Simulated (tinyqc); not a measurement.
Raising the compensation: charge neutrality of a doped semiconductor with incomplete ionisation. Computed by tinyqc, a small Python program. Command: `OMP_NUM_THREADS=1 python tinyqc.py 3002995 3002996 out.jsonl dopant sweep`. One thread of a shared host (Intel(R) Xeon(R) Processor @ 2.30GHz), about 0.03 s of CPU time with the checks.

Energies are counted from the top of the valence band; E_D is measured down from the conduction band and E_A up from the valence band.

Inputs (values chosen for the exercise, for a model semiconductor):

| quantity | value | unit |
|---|---|---|
| gap at 0 K E_g0 | 4.77 | eV |
| Varshni alpha | 0.001 | eV/K |
| Varshni beta | 666 | K |
| electron mass m_e | 0.252 | m_0 |
| valleys M_c | 1 | - |
| hole mass m_h | 2.35 | m_0 |
| donor density N_D | 1.1e+15 | cm^-3 |
| donor depth E_D | 0.0348 | eV |
| acceptor depth E_A | 0.891 | eV |
| donor degeneracy g_D | 2 | - |
| acceptor degeneracy g_A | 4 | - |
| temperature T | 300 | K |
| iteration cap | 60 | - |

Doping: n-type, compensated. Statistics of the bands: Boltzmann. Solver: bisection. Start of Newton steps: intrinsic level E_i.

Constants: m_0 = 9.1093837015e-31 kg; k_B = 1.380649e-23 J/K; h = 6.62607015e-34 J s; k_B = 8.617333262e-05 eV/K.

Method:
- E_g = E_g0 - alpha T^2/(T + beta).
- N_c = 2 M_c (2 pi m_e k_B T/h^2)^(3/2) and N_v = 2 (2 pi m_h k_B T/h^2)^(3/2), masses in units of m_0.
- n_i = sqrt(N_c N_v) exp(-E_g/(2 k_B T)); E_i = E_g/2 + (k_B T/2) ln(N_v/N_c).
- n = N_c exp((E_F - E_g)/k_B T), p = N_v exp(-E_F/k_B T).
- N_D+ = N_D/(1 + g_D exp((E_F - E_g + E_D)/k_B T)).
- N_A- = N_A/(1 + g_A exp((E_A - E_F)/k_B T)).
- Neutrality: p + N_D+ = n + N_A-; the log ratio is ln[(p + N_D+)/(n + N_A-)].
- Bisection of the log ratio between E = -0.3 and E_g + 0.3 eV; stop when |log ratio| < 1e-9.

One run for each value:

| acceptor density N_A (cm^-3) | majority density n (cm^-3) | ionised share of the donors | distance of E_F from the majority band edge (eV) |
|---|---|---|---|
| 1.10e+12 | 1.0960e+15 | 0.99735 | 0.20607 |
| 1.10e+13 | 1.0861e+15 | 0.99738 | 0.20631 |
| 5.50e+13 | 1.0422e+15 | 0.99748 | 0.20737 |
| 1.10e+14 | 9.8738e+14 | 0.99762 | 0.20877 |
| 2.20e+14 | 8.7767e+14 | 0.99788 | 0.21182 |
| 6.60e+14 | 4.3883e+14 | 0.99894 | 0.22973 |
| 8.80e+14 | 2.1942e+14 | 0.99947 | 0.24765 |
| 1.04e+15 | 5.9841e+13 | 0.99986 | 0.28124 |

Give the missing row, acceptor density N_A (cm^-3) = 4.40e+14.

Computed row; columns: (1) acceptor density N_A (cm^-3); (2) majority density n (cm^-3); (3) ionised share of the donors; (4) distance of E_F from the majority band edge (eV):
```
(1)              (2)      (3)      (4)
4.40e+14  6.5825e+14  0.99841  0.21925
```

Interpolating between the two neighbouring rows (the first column on a logarithmic scale, the others too where they are positive) misses most in majority density n (cm^-3), by 14 %. Over the rows, majority density n (cm^-3) falls from 1.10e15 to 5.98e13 (exponent d ln y / d ln x -0.0039 between the first rows and -7.8 between the last); ionised share of the donors rises from 0.9974 to 0.9999; distance of E_F from the majority band edge (eV) rises from 0.206 to 0.281 (exponent d ln y / d ln x 4.9e-4 between the first rows and 0.76 between the last).
